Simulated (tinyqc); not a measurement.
From a target to a composition: model-solid line-up of a strained alloy layer on a substrate. Two cases, with inputs chosen for the exercise.

Problem. A layer of the alloy is strained to the substrate, and its gap (Ec minus the top valence edge) is given. Find x between 0.55 and 0.98, where the gap is monotonic.

All values of the alloy are linear in x but the gap, Eg(x) = (1 - x) Eg_A + x Eg_B - C x (1 - x), and the valence edge, Ev(x) = (1 - x) Ev_A + x Ev_B + fv C x (1 - x); Ec = Ev + Eg. Ev is the top of the unstrained valence band on a scale common to all materials. In the layer only the Gamma valley of the conduction band is followed, also where an X or L valley would lie lower.

Coherent growth on a (001) face: e_par = (a_s - a)/a, e_perp = -2 (C12/C11) e_par; exx = eyy = e_par, ezz = e_perp, no shear.

Strained edges: Ec + ac tr(e); the valence edges are Ev plus the levels of the 6 x 6 matrix of X, Y, Z times spin with -Dso/3 + l exx + m (eyy + ezz) on the diagonal (cyclic), n exy off it, l = av + 2 b, m = av - b, n = sqrt(3) d. Spin-orbit term (Dso/3) L.sigma on X, Y, Z with (L_k)_ij = -i epsilon_kij: <X+|H|Y+> = -i Dso/3, <X+|H|Z-> = Dso/3, <Y+|H|Z-> = -i Dso/3, <Z+|H|X-> = -Dso/3, <Z+|H|Y-> = i Dso/3, <X-|H|Y-> = i Dso/3, and their conjugates; + and - are the spin along z.

Find: x; e_par; gap of the relaxed alloy.

Case 1.

Values chosen (A near AlAs, B near InAs, substrate near InAs; not measured data): a = (5.663, 6.053) angstrom (lattice constant of A, B); Eg = (3.13, 0.412) eV (gap at Gamma to the s-like level of A, B); Dso = (0.279, 0.396) eV (spin-orbit splitting of A, B); Ev = (-1.33, -0.59) eV (top of the unstrained valence band of A, B); ac = (-5.65, -5.02) eV (conduction deformation potential of A, B); av = (2.46, 0.99) eV (valence hydrostatic potential of A, B); b = (-2.29, -1.8) eV (tetragonal shear potential of A, B); d = (-3.38, -3.65) eV (trigonal shear potential of A, B); C11 = (123.5, 82.4) GPa (of A, B); C12 = (52.6, 45.6) GPa (of A, B); C44 = (53.8, 39.7) GPa (of A, B); C = 0.598 eV (bowing of the gap); fv = 0.3 (share of the bowing taken by the valence edge); a_s = 6.053 angstrom (substrate); face = 001 (growth face).

strained gap = 0.640816 eV

Solution.

x = 0.850
e_par = 0.976 %
gap of the relaxed alloy = 0.743 eV

Bisect on x; the strained gap is 1.0993 eV at x = 0.55 and 0.4426 eV at x = 0.98.

Case 2.

Values chosen (A near AlAs, B near InAs, substrate near InAs; not measured data): a = (5.667, 6.052) angstrom (lattice constant of A, B); Eg = (3.096, 0.411) eV (gap at Gamma to the s-like level of A, B); Dso = (0.281, 0.389) eV (spin-orbit splitting of A, B); Ev = (-1.33, -0.59) eV (top of the unstrained valence band of A, B); ac = (-5.59, -5.06) eV (conduction deformation potential of A, B); av = (2.47, 1) eV (valence hydrostatic potential of A, B); b = (-2.3, -1.81) eV (tetragonal shear potential of A, B); d = (-3.45, -3.63) eV (trigonal shear potential of A, B); C11 = (124.8, 82.2) GPa (of A, B); C12 = (54.2, 44.6) GPa (of A, B); C44 = (54.5, 40) GPa (of A, B); C = 0.701 eV (bowing of the gap); fv = 0 (share of the bowing taken by the valence edge); a_s = 6.052 angstrom (substrate); face = 001 (growth face).

strained gap = 0.722089 eV

Solution.

x = 0.780
e_par = 1.419 %
gap of the relaxed alloy = 0.881 eV

Bisect on x; the strained gap is 1.0619 eV at x = 0.55 and 0.4389 eV at x = 0.98.

Computed by tinyqc, one run a case: `OMP_NUM_THREADS=1 python tinyqc.py N N+1 out.jsonl` with N = 1080302, 1080429; one thread of a shared Intel(R) Xeon(R) Processor @ 2.30GHz, about 0.02 s a run at most.
